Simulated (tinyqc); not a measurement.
Scattering of inversion-layer electrons by surface optical phonons of the gate insulator (remote phonon scattering): one step, computed by the program tinyqc. Command: `OMP_NUM_THREADS=1 python tinyqc.py 3111860 3111861 out.jsonl sophonon walk`. One thread of a shared host (Intel(R) Xeon(R) Processor @ 2.30GHz), about 0.01 s of CPU time with the checks.

One subband with the Fang-Howard envelope; insulator and channel are half-spaces, the gate is far away, and an interlayer only moves the polar surface away by t (its own modes and its permittivity contrast are left out).

Problem. The electron gas. Density of states D = g_v m/(pi hbar^2); eta = E_F/(k_B T) = ln(exp(n/(D k_B T)) - 1); screening wave number q_s = e^2 D/(2 eps_0 eps_avg) x 1/(1 + exp(-eta)), eps_avg = (eps_s + eps_inf)/2; b = 3/z0.

Inputs (values chosen for the exercise, modelled on AlN on In0.53Ga0.47As):
```
quantity                                   value    unit
optical constant eps_inf                    4.87       -
constant of the channel eps_s               13.9       -
in-plane mass m                           0.0444     m_0
valleys g_v                                    1       -
sheet density n                          6.2e+11  1/cm^2
mean distance of the electrons z0 = 3/b      5.6      nm
temperature T                                350       K
```

Constants: hbar^2/(2 m_0) = 3.80998212 eV angstrom^2; k_B = 8.617333262e-05 eV/K; e^2/(4 pi eps_0) = 14.39964548 eV angstrom.

Give: D; eta; q_s; b.

Solution.

D = 1.8547e+13 1/(eV cm^2)

eta = 0.70769

q_s = 0.11978 1/nm

b = 0.53571 1/nm
